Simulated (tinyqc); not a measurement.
Changing the flaw half length a: thermal stress, cracking, delamination and buckling of a thin film; Griffith cracks and misfitting inclusions. Computed by tinyqc, a small Python program. Command: `OMP_NUM_THREADS=1 python tinyqc.py 3025757 3025758 out.jsonl filmcrack sweep`. One thread of a shared host (Intel(R) Xeon(R) Processor @ 2.30GHz), about 0.05 s of CPU time with the checks.

Isotropic linear elasticity; the substrate is much thicker than the film; stress is positive in tension.

Inputs (values chosen for the exercise, modelled on a copper film on silicon): substrate Young's modulus E_s = 147 GPa; substrate Poisson ratio nu_s = 0.21; substrate surface energy gamma_s = 1.3 J/m^2.

Method. Through crack of length 2a in plane strain: K_Ic = sqrt(2 gamma_s E_s/(1 - nu_s^2)); fracture stress = K_Ic/sqrt(pi a). An edge crack of depth a has K larger by 1.1215.

One run for each value:
```
flaw half length a (micrometre)  fracture stress, inner crack (MPa)  fracture stress, edge crack (MPa)
0.01                                                         3567.5                             3181.0
0.032                                                        1994.3                             1778.2
0.1                                                          1128.1                             1005.9
0.32                                                          630.7                              562.3
1                                                             356.8                              318.1
3.2                                                           199.4                              177.8
10                                                            112.8                              100.6
32                                                             63.1                               56.2
100                                                            35.7                               31.8
```

Over the rows, fracture stress, inner crack (MPa) falls from 3570 to 35.7 (exponent d ln y / d ln x about -0.50 throughout); fracture stress, edge crack (MPa) falls from 3180 to 31.8 (exponent d ln y / d ln x about -0.50 throughout). The exponent of fracture stress, inner crack stays at -0.50: Griffith's law.
